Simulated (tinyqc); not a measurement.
WKB tunnelling through a gate dielectric with a two-band (Franz) dispersion: one step. Decay constant through the layer. Two cases, with inputs chosen for the exercise.

Question. Nine points x = j x_e/8.

At depth x the conduction edge lies u(x) = phi - V x/t above the electron. Parabolic: kappa = sqrt(m u/c). Franz: kappa = sqrt(m u (1 - u/Eg)/c), which vanishes at both band edges. c = hbar^2/2m0. T = exp(-2 integral of kappa dx) over the region u > 0; no image force, no prefactor, zero transverse momentum. The region ends at x_e = min(t, phi t/V); x_e < t is the Fowler-Nordheim regime.

Constants: hbar^2/2m0 = 3.80998211 eV angstrom^2.

Case 1.

Values chosen (of the size used for HfO2 on silicon; the results hold for these values, not for the real material): Eg = 5.52 eV (gap of the dielectric); phi = 1.47 eV (barrier above the electron energy at the emitter); m = 0.22 m0 (mass at the conduction edge); t = 36 angstrom (thickness); V = 1.3 V (voltage across the layer).

x_e = 36.0000 angstrom

Case 2.

Values chosen (of the size used for SiO2 on silicon; the results hold for these values, not for the real material): Eg = 8.62 eV (gap of the dielectric); phi = 2.89 eV (barrier above the electron energy at the emitter); m = 0.55 m0 (mass at the conduction edge); t = 23 angstrom (thickness); V = 1.5 V (voltage across the layer).

x_e = 23.0000 angstrom

Give: kappa (1/angstrom).

Answer.

Case 1.

kappa (1/angstrom):
```
x (angstrom)  u (eV)  parabolic   Franz
0.000         1.4700     0.2913  0.2496
4.500         1.3075     0.2748  0.2400
9.000         1.1450     0.2571  0.2289
13.500        0.9825     0.2382  0.2160
18.000        0.8200     0.2176  0.2008
22.500        0.6575     0.1948  0.1829
27.000        0.4950     0.1691  0.1613
31.500        0.3325     0.1386  0.1343
36.000        0.1700     0.0991  0.0975
```

At the emitter the Franz value is 14.3 % below the parabolic one, the factor sqrt(1 - phi/Eg).

Case 2.

kappa (1/angstrom):
```
x (angstrom)  u (eV)  parabolic   Franz
0.000         2.8900     0.6459  0.5266
2.875         2.7025     0.6246  0.5175
5.750         2.5150     0.6025  0.5071
8.625         2.3275     0.5796  0.4952
11.500        2.1400     0.5558  0.4819
14.375        1.9525     0.5309  0.4669
17.250        1.7650     0.5048  0.4501
20.125        1.5775     0.4772  0.4313
23.000        1.3900     0.4479  0.4102
```

At the emitter the Franz value is 18.5 % below the parabolic one, the factor sqrt(1 - phi/Eg).

Computed by tinyqc, one run a case: `OMP_NUM_THREADS=1 python tinyqc.py N N+1 out.jsonl` with N = 1480962, 1481732; one thread of a shared Intel(R) Xeon(R) Processor @ 2.30GHz, about 0.01 s a run at most.
